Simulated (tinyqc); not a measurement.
Doping the contact: Schottky barrier with interface states (Cowley-Sze model), image lowering and contact resistance. Computed by tinyqc, a small Python program. Command: `OMP_NUM_THREADS=1 python tinyqc.py 3000837 3000838 out.jsonl pinning walk`. One thread of a shared host (Intel(R) Xeon(R) Processor @ 2.30GHz), about 0.01 s of CPU time with the checks.

An n-type semiconductor under a metal. The barrier lies between the Schottky-Mott limit phi_M - chi and the Bardeen limit E_g - E_n, E_n being the neutrality level of the interface states; the space-charge term of the full Cowley-Sze expression is left out.

Inputs (values chosen for the exercise, with gap, mass and screening modelled on GaSb):
```
quantity                                       value         unit
gap E_g                                        0.709           eV
electron affinity chi                           3.95           eV
metal work function phi_M                       4.33           eV
neutrality level E_n above the valence band     0.14           eV
interface-state density D                    3.8e+12  cm^-2 eV^-1
dipole layer thickness delta                    0.41           nm
dipole layer constant eps_i                        2            -
dielectric constant eps_s                       15.8            -
electron mass m_e                             0.0405          m_0
valleys M_c                                        1            -
temperature T                                    300            K
```

Pinning factor from: interface states.

Constants: e = 1.602176634e-19 C; eps_0 = 8.8541878128e-12 F/m; k_B = 8.617333262e-05 eV/K; hbar = 1.054571817e-34 J s; m_0 = 9.1093837015e-31 kg; k_B = 1.380649e-23 J/K; h = 6.62607015e-34 J s.

Method:
- S = 1/(1 + e^2 D delta/(eps_i eps_0)); for D per eV, e^2 D is the number e x D in SI units, with 1 cm^-2 = 1e4 m^-2.
- phi_B = S (phi_M - chi) + (1 - S)(E_g - E_n); the hole barrier is E_g - phi_B.
- A* = 4 pi e m_e M_c k_B^2/h^3 (a simple valley count); J_s = A* T^2 exp(-phi/k_B T).
- E_00 = (e hbar/2) sqrt(N/(m_e eps_s eps_0)), E_0 = E_00 coth(E_00/k_B T); scaling form of the contact resistivity rho_c = (k_B/(e A* T)) exp(phi_B/E_0), which is the thermionic result when E_00 << k_B T and keeps only the leading exponential of tunnelling when E_00 >> k_B T; image lowering is left out of it.
- Regimes: thermionic below E_00/k_B T = 0.5, field emission above 5.

barrier phi_B = 0.403350 eV

Against doping:
```
N (cm^-3)  1e10/sqrt(N)  E_00/k_B T  rho_c (ohm cm^2)                     regime
1.00e+16     1.0000e+02  8.9779e-02        3.3793e-01        thermionic emission
1.00e+17     3.1623e+01  2.8391e-01        2.3475e-01        thermionic emission
1.00e+18     1.0000e+01  8.9779e-01        1.4758e-02  thermionic-field emission
3.00e+18     5.7735e+00  1.5550e+00        5.7067e-04  thermionic-field emission
1.00e+19     3.1623e+00  2.8391e+00        1.3849e-05  thermionic-field emission
3.00e+19     1.8257e+00  4.9174e+00        1.4086e-06  thermionic-field emission
1.00e+20     1.0000e+00  8.9779e+00        3.3553e-07             field emission
3.00e+20     5.7735e-01  1.5550e+01        1.6097e-07             field emission
1.00e+21     3.1623e-01  2.8391e+01        1.0225e-07             field emission
```

What follows from these numbers?

Over the thermionic rows rho_c changes by a factor 1.4 only, and then it falls fast, by 6.5 decades in all; in field emission ln rho_c is linear in 1/sqrt(N). It stays above 1e-7 ohm cm^2 at every listed doping.
